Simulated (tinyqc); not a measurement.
Line constants from open and short measurements.

Question. A uniform line of length len, under a quarter wavelength, has Z_open = Zc coth(gamma len) and Z_short = Zc tanh(gamma len); gamma Zc = r + i w l and gamma/Zc = g + i w c, w = 2 pi f. Find r, l and c.

Values chosen for this exercise: length len = 2.5 mm; frequency f = 0.59 GHz.

Zin with the far end open = 2.5308-1226.9818i ohm
Zin with the far end shorted = 7.6074537+4.5687288i ohm

Solution. The product of the two impedances is Zc^2 and their ratio tanh^2(gamma len); the principal branch holds below a quarter wavelength.

r = 3.04 ohm/mm
l = 0.494 nH/mm
c = 87.8 pF/m

Computed by the program tinyqc: `OMP_NUM_THREADS=1 python tinyqc.py 2810198 2810199 out.jsonl`, one thread of a shared Intel Xeon 2.30GHz, about 0.01 s for the whole run.
